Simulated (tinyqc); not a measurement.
# Oxide trap near a transistor channel: two-state multiphonon kinetics, telegraph noise and bias instability, step by step

A worked calculation. Computed by tinyqc, a small Python program that keeps every step. Command: `OMP_NUM_THREADS=1 python tinyqc.py 3009915 3009916 out.jsonl oxidetrap walk`. One thread of a shared host (Intel(R) Xeon(R) Processor @ 2.30GHz), about 0.01 s of CPU time with the checks. Intermediate numbers are printed to about 5 digits and carried at full precision; extremes and crossings named in words are read from the listed rows.

An n-channel device under positive gate bias. The trap is empty (state 1) or holds an electron (state 2); both states are parabolas of equal curvature, and the electron reservoir is taken at the Fermi level of the channel.

Inputs (values chosen for the exercise, with an insulator like HfO2 on silicon): insulator constant eps_ox = 20.7; insulator thickness t_ox = 2.9 nm; trap depth x from the interface = 0.73 nm; tunnel barrier phi_b = 1.5 eV; tunnelling mass m_ox = 0.21 m_0; trap level above E_F at zero field E_t = 0.13 eV; relaxation energy E_R = 1.5 eV; oxide field F = 2.4 MV/cm; attempt rate k_0 at the interface = 8e+12 1/s; temperature T = 300 K; channel width W = 64 nm; channel length L = 250 nm; frequency f = 1000 Hz; stress time t_s = 9 s; trap density N_t = 8.4e+17 cm^-3 eV^-1; mean capture barrier mu_c = 1.2 eV; spread of the barriers s_c = 0.26 eV; saturation shift dV_max = 24 mV.

Parts treated: one trap and an ensemble.

Constants: hbar^2/(2 m_0) = 3.80998212 eV angstrom^2; k_B = 8.617333262e-05 eV/K; e = 1.602176634e-19 C; eps_0 = 8.8541878128e-12 F/m.

## Tunnelling factor

kappa = sqrt(2 m_ox phi_b)/hbar = sqrt(m_ox phi_b/(hbar^2/2m_0)); attenuation length lambda = 1/(2 kappa); factor exp(-x/lambda) for a rectangular barrier.

kappa = 2.8754 1/nm

attenuation length lambda = 0.17389 nm

tunnelling factor = 0.015025

## Barriers and time constants

E_21 = E_t - e F x is the energy of state 2 over state 1; barriers E_c = (E_R + E_21)^2/(4 E_R), E_e = E_c - E_21; tau_c = exp(E_c/k_B T)/(k_0 P), tau_e = exp(E_e/k_B T)/(k_0 P), P the tunnelling factor; occupation f_2 = tau_e/(tau_c + tau_e); 1/tau_0 = 1/tau_c + 1/tau_e.

E_21 = -0.0452 eV

capture barrier E_c = 0.35274 eV

emission barrier E_e = 0.39794 eV

capture time tau_c = 7.0125e-06 s

emission time tau_e = 4.0290e-05 s

occupation f_2 = 0.85175

tau_0 = 5.9730e-06 s

The two times are within a factor 30 of each other, so the trap switches between both states and shows as telegraph noise.

## Step height and noise

Charge-sheet step dV = e (t_ox - x)/(eps_ox eps_0 W L); Lorentzian spectrum S(f) = 4 dV^2 tau_0^2/((tau_c + tau_e)(1 + (2 pi f tau_0)^2)); corner 1/(2 pi tau_0); variance dV^2 f_2 (1 - f_2) = dV^2 tau_0/(tau_c + tau_e).

threshold step dV = 0.11856 mV

corner frequency = 26646 Hz

S(f) = 4.2345e-14 V^2/Hz

root-mean-square noise = 0.042129 mV

f lies below the corner, on the flat part. Random dopants and current percolation, left out here, spread real steps around this value.

## Stress and recovery of one trap

From the zero-field occupation f(0), f(t) = f_2 + (f(0) - f_2) exp(-t/tau_0) under the field; after t_s the field is removed and f relaxes with the zero-field constants.

occupation at zero field = 0.0065052

tau_0 at zero field = 1.4871e-06 s

occupation after stress = 0.85175

half-time of recovery = 1.0308e-06 s

## Bias dependence of the times

The formulas are those given above.

Against field:
```
F (MV/cm)  E_21 (eV)   tau_c (s)   tau_e (s)      f_2
0.00         0.13000  2.2861e-04  1.4969e-06  0.00651
0.72         0.07744  7.7104e-05  3.8560e-06  0.04763
1.44         0.02488  2.6949e-05  1.0294e-05  0.27640
1.92        -0.01016  1.3639e-05  2.0204e-05  0.59701
2.40        -0.04520  7.0125e-06  4.0290e-05  0.85175
2.88        -0.08024  3.6632e-06  8.1627e-05  0.95705
3.60        -0.13280  1.4247e-06  2.4248e-04  0.99416
```

ln(tau_c/tau_e) falls by e x/k_B T = 2.824 per MV/cm, which measures the depth x if the change of surface potential with bias is left aside. Over these rows tau_c shortens by 2.21 decades and tau_e lengthens by 2.21; the two share the shift almost equally, as the first and last E_21 average to little against E_R. The times cross at F = E_t/(e x) = 1.78 MV/cm.

## Many traps: 1/f noise

McWhorter number fluctuations for traps uniform in depth and energy: S_V = e^2 k_B T N_t lambda/(W L C_ox^2 f), C_ox = eps_ox eps_0/t_ox. The number of traps within k_B T in energy and one decade in time is N_t k_B T lambda ln(10) W L.

C_ox = 6.3201 microF/cm^2

1/f noise S_V(f) = 1.5167e-12 V^2/Hz

active traps per decade = 0.13912

With less than one active trap per decade a single device shows separate Lorentzians; 1/f is only the average over many devices. Caution: N_t k_B T lambda ln(10) W L, the number of active traps per decade, is below one, so S_V is only the mean over many devices.

## Many traps: shift under stress

For a normal spread of capture barriers (given for the stress field, with depth and field not resolved, k_0 being taken as the effective rate of the ensemble), traps with barrier below k_B T ln(k_0 t) are filled: dV(t) = (dV_max/2) erfc((mu_c - k_B T ln(k_0 t))/(sqrt(2) s_c)); local exponent n = d ln dV/d ln t (central difference, factor 1.01 in t).

filling front k_B T ln(k_0 t_s) = 0.82488 eV

shift after t_s = 1.7890 mV

local time exponent n = 0.18794

## Power law or saturation

The extrapolation continues the power law fitted through 10 s and 1000 s.

Against stress time:
```
t (s)     shift (mV)  local exponent  power law (mV)  shift at T + 50 K (mV)
1.00e-03       0.226         0.26696           0.388                   0.586
1.00e-01       0.705         0.22634           0.841                   1.812
1.00e+01       1.825         0.18706           1.825                   4.406
1.00e+03       3.958         0.14961           3.958                   8.558
1.00e+05       7.266         0.11466           8.587                  13.588
1.00e+07      11.439         0.08308          18.627                  18.199
3.00e+08      14.642         0.06253          33.001                  20.720
```

The exponent falls from 0.267 to 0.063 as the front climbs the distribution, so the power law overstates the shift at 3e8 s (about ten years) by a factor 2.25. Heating by 50 K raises the shift at 1000 s by a factor 2.16: time and temperature enter only through T ln(k_0 t).

Checks made by the program: detailed balance tau_c/tau_e = exp(E_21/k_B T) (relative difference below 1e-10); the integral of S(f) against the variance (relative difference below 1e-10).
